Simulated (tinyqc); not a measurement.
Worked calculation: UHF in the sto-3g basis, for BeH, spin multiplicity 2. This run ends on a higher stationary point, not on the lowest solution. One step of it, computed by the program tinyqc.

Task: Iteration 2: DIIS coefficients. Solve [B -1; -1 0][c; lambda] = [0; -1] for the coefficients, which sum to one.

B (overlaps of the stored error matrices):
```
               1              2
1  1.4493272e-01  7.4317147e-02
2  7.4317147e-02  4.0163679e-02
```

Give: DIIS coefficients.

Result:

DIIS coefficients: -0.937  1.937
